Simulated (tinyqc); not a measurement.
Finite-difference solution of the diffusion equation on a small grid: one step, computed by the program tinyqc.

dC/dt = D d2C/dx2 on nodes x_j = j dx, j = 0..7; the far end is sealed.

Task: Amplification factors. The mode of M with eigenvalue mu has its amplitude multiplied per step by g = (1 + (1 - theta) r mu)/(1 - theta r mu), with theta = 0 explicit, 1 implicit, 1/2 Crank-Nicolson; the explicit scheme is stable for r up to 2/|mu_min|.

Boundary at x = 0: surface loss. Scheme: Crank-Nicolson.

operator M:
```
           0          1          2          3          4          5          6          7
0  -3.290323   2.000000   0.000000   0.000000   0.000000   0.000000   0.000000   0.000000
1   1.000000  -2.000000   1.000000   0.000000   0.000000   0.000000   0.000000   0.000000
2   0.000000   1.000000  -2.000000   1.000000   0.000000   0.000000   0.000000   0.000000
3   0.000000   0.000000   1.000000  -2.000000   1.000000   0.000000   0.000000   0.000000
4   0.000000   0.000000   0.000000   1.000000  -2.000000   1.000000   0.000000   0.000000
5   0.000000   0.000000   0.000000   0.000000   1.000000  -2.000000   1.000000   0.000000
6   0.000000   0.000000   0.000000   0.000000   0.000000   1.000000  -2.000000   1.000000
7   0.000000   0.000000   0.000000   0.000000   0.000000   0.000000   2.000000  -2.000000
```

mesh ratio r = 5.58

Give: eigenvalues mu of M; factors g; largest stable r of the explicit scheme.

Result:

eigenvalues mu of M: -4.380  -3.921  -3.404  -2.609  -1.717  -0.905  -0.320  -0.034

factors g: -0.8487  -0.8325  -0.8095  -0.7584  -0.6546  -0.4326  0.0570  0.8265

largest stable r of the explicit scheme = 0.4566

The smallest factor is -0.849: the shortest waves flip sign at each step while they decay.
